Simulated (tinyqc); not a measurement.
# p-n diode with diffusion and depletion-layer recombination, step by step

Computed by the program tinyqc: `OMP_NUM_THREADS=1 python tinyqc.py 2260065 2260066 out.jsonl`, one thread of a shared Intel Xeon 2.30GHz, about 0.01 s for the whole run. Printed values are rounded.

Abrupt junction in the depletion approximation, low injection, full ionisation, neutral widths fixed, ohmic contact on the p side. Vj is the junction voltage; where a series resistance Rs is given, V = Vj + J Rs is the terminal voltage.

Inputs (values chosen for the exercise); band and dielectric values close to those of 4H silicon carbide: temperature T = 325 K; band gap Eg = 3.22 eV; relative permittivity eps_r = 9.76; conduction-band density of states at T Nc = 1.94e19 cm^-3; valence-band density of states at T Nv = 2.77e19 cm^-3; acceptor density Na = 1e18 cm^-3; donor density Nd = 1.1e15 cm^-3; electron mobility in the p side mun = 200 cm^2/(V s); hole mobility in the n side mup = 120 cm^2/(V s); electron lifetime tn = 4e-6 s; hole lifetime tp = 8e-7 s; neutral width of the p side wp = 7.9 um; neutral width of the n side wn = 2.1 um; recombination velocity at the n contact Sp = 1e7 cm/s; series resistance Rs = 0.00012 ohm cm^2; trap level above the intrinsic level Et = 0 eV; junction voltage at which recombination is evaluated Vj = 1.03 V; terminal voltage V = 2.84 V.

Constants: q = 1.602176634e-19 C, kB = 1.380649e-23 J/K, Vt = kB T/q, eps0 = 8.8541878128e-14 F/cm where lengths are in cm. Results are converted to the units shown.

Range of the model: At the terminal voltage used the injected minority density exceeds a tenth of the lighter doping, so the low-injection formulas overstate the current.

## Diffusion lengths and saturation currents

ni = sqrt(Nc Nv) exp(-Eg/(2 Vt)), Eg in volts; D = mu Vt; Ln = sqrt(Dn tn), Lp = sqrt(Dp tp); J0n = q ni^2 Dn coth(wp/Ln)/(Ln Na); J0p = (q ni^2 Dp/(Lp Nd)) (s + tanh(wn/Lp))/(1 + s tanh(wn/Lp)), s = Sp Lp/Dp.

ni = 2.50527e-6 cm^-3
Ln = 47.3340 um
Lp = 16.3970 um
J0n = 7.19591e-45 A/cm^2
J0p = 1.46867e-41 A/cm^2

wp/Ln = 0.17 and wn/Lp = 0.13; holes carry 100 % of the diffusion current.

## Recombination in the depleted layer

ni = sqrt(Nc Nv) exp(-Eg/(2 Vt)), Eg in volts. Vbi = Vt ln(Na Nd/ni^2), W = sqrt(2 eps0 eps_r (Vbi - Vj)(1/Na + 1/Nd)/q), xp = W Nd/(Na + Nd), xn = W Na/(Na + Nd); u(x) = q Na (x + xp)^2/(2 eps0 eps_r) for x < 0 and Vbi - Vj - q Nd (xn - x)^2/(2 eps0 eps_r) for x > 0; p = Na exp(-u/Vt), n = Nd exp((u - Vbi + Vj)/Vt); U = ni^2 (exp(Vj/Vt) - 1)/(tp (n + ni exp(Et/Vt)) + tn (p + ni exp(-Et/Vt))); J_scr = q times the integral of U from -xp to xn. Trapezoid rule on 13 equal steps.

W = 1337.86 nm

```
point   x (nm)    u (V)    n (cm^-3)    p (cm^-3)  U (cm^-3 s^-1)
0        -1.47  0.00000  5.88749e-14         1e18      1.47187e-8
1       101.44  0.26799  8.42560e-10   6.98762e13      2.10640e-4
2       204.36  0.51638   5.99003e-6    9.82882e9         1.49751
3       307.27  0.74317    0.0196931    2.98961e6         4923.29
4       410.18  0.94837      29.9405      1966.39       7.46241e6
5       513.09  1.13196      21050.5      2.79684       3.49372e6
6       616.01  1.29396    6.84423e6   0.00860212         10752.6
7       718.92  1.43435    1.02907e9   5.72118e-5         71.5147
8       821.83  1.55315   7.15522e10   8.22824e-7         1.02853
9       924.74  1.65035   2.30070e12   2.55900e-8       0.0319875
10     1027.66  1.72594   3.42102e13   1.72097e-9      0.00215122
11     1130.57  1.77994   2.35239e14  2.50277e-10      3.12846e-4
12     1233.48  1.81234   7.48035e14  7.87061e-11      9.83826e-5
13     1336.39  1.82314       1.1e15  5.35226e-11      6.69033e-5
```

J_scr = 1.80909e-17 A/cm^2

With 2000 steps J_scr = 5.320e-17 A/cm^2; the coarse value is 66 % below it. U is largest at x = 410 nm among these points; the peak lies where tp n = tn p. On the fine grid U peaks at 6.782e7 cm^-3 s^-1, and J_scr/(q U_max) is 3.66 % of W, the effective width of the recombining zone.

## Starting value

Vj = V/2.

Vj at the start = 1.42 V

## Iteration 1: new Vj

J0 = J0n + J0p = 1.46939e-41 A/cm^2

Diffusion current alone: J = J0 (exp(Vj/Vt) - 1), g = Vj + J Rs - V, g' = 1 + Rs J0 exp(Vj/Vt)/Vt, Vj(new) = Vj - g/g'.

J = 1.53848e-19 A/cm^2
g = -1.42 V
g' = 1
Vj after iteration 1 = 2.84 V

## Iteration 2: new Vj

As before.

J = 1610.81 A/cm^2
g = 0.193297 V
g' = 7.90192
Vj after iteration 2 = 2.81554 V

## Course of the iteration

Stop when the step is below 1e-10 V, or after 80 iterations.

Course of the iteration:
```
iteration  Vj before the step (V)   step (V)
1                            1.42       1.42
2                            2.84    -0.0245
3                         2.81554    -0.0145
4                         2.80105   -3.37e-3
5                         2.79768   -1.33e-4
6                         2.79755   -1.90e-7
7                         2.79755  -3.87e-13
```

Converged in 7 iterations.
